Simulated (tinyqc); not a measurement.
Inside a calculation. Method: tight binding, dimerised chain. Computed by tinyqc, a small Python program that keeps every step. Settings: t1 = 2.21, t2 = 2.24, delta = 0, points = 8, cells = 3. Command: `OMP_NUM_THREADS=1 python tinyqc.py 27347 27348 out.jsonl` (the two numbers bound the seeds that draw the settings). One thread of a shared host (Intel(R) Xeon(R) Processor @ 2.60GHz), about 0.01 s of CPU time with the checks.

## Bloch Hamiltonian at k

Parameters chosen for this model:
```
parameter     value                      unit
t1         2.210000       eV, inside the cell
t2         2.240000         eV, between cells
delta             0  eV, +/- on the two sites
```

k point k (2 pi / a): 0.420000

H_AA = +delta, H_BB = -delta, H_AB = -t1 - t2 exp(-i k a).

H(k) at k (eV):
```
                     A                    B
A             0.000000  -0.247073+1.079128i
B  -0.247073-1.079128i             0.000000
```

## Levels at k

Diagonalise the Hermitian matrix.

eigenvalues (eV): -1.107051  1.107051

weights |c|^2 of the basis functions:
```
     band 1    band 2
A  0.500000  0.500000
B  0.500000  0.500000
```

## Bloch Hamiltonian at X

k point X (2 pi / a): 0.500000

As before.

H(k) at X (eV):
```
          A         B
A  0.000000  0.030000
B  0.030000  0.000000
```

## Levels at X

As before.

eigenvalues (eV): -0.030000  0.030000

weights |c|^2 of the basis functions:
```
     band 1    band 2
A  0.500000  0.500000
B  0.500000  0.500000
```

## Bands along a path

The same steps at evenly spaced points between the labelled ones.

Bands along the path (eV):
```
k            band 1    band 2
G         -4.450000  4.450000
G-X 0.25  -4.111280  4.111280
G-X 0.50  -3.146697  3.146697
G-X 0.75  -1.703167  1.703167
X         -0.030000  0.030000
```

With 1 band(s) filled, the highest filled level on these points lies at X and the lowest empty one at X: a gap of 0.0600 eV, direct.

## Berry (Zak) phase of the lower band

On 8 points k_j = j/N: phase = -Im ln of the product of <u_j|u_(j+1)>, closed with u_N = u_0 (the cell-periodic part is taken without the site positions). Single arguments depend on the phases chosen for the u_j; only their sum modulo 2 pi does not.

Overlaps:
```
j  |<u_j|u_j+1>|  argument (rad)
0       0.980512       -0.197746
1       0.980398        0.593816
2       0.979844       -0.993256
3       0.562318        2.167982
4       0.562318        2.167982
5       0.979844       -0.993256
6       0.980398        0.593816
7       0.980512       -0.197746
```

phase / pi, folded into (-1, 1] = 1.000000

## Open chain of 3 cells

H of the open chain (eV), lower triangle:
```
           1          2          3          4          5         6
1   0.000000
2  -2.210000   0.000000
3   0.000000  -2.240000   0.000000
4   0.000000   0.000000  -2.210000   0.000000
5   0.000000   0.000000   0.000000  -2.240000   0.000000
6   0.000000   0.000000   0.000000   0.000000  -2.210000  0.000000
```

The same hoppings without the wrap-around bond.

levels (eV): -4.008436  -2.770415  -0.971979  0.971979  2.770415  4.008436

weights of the highest filled level on the sites: 0.273721  0.052947  0.173332  0.173332  0.052947  0.273721

The bulk gap runs from -0.0300 to 0.0300 eV; no level of this chain lies inside it.
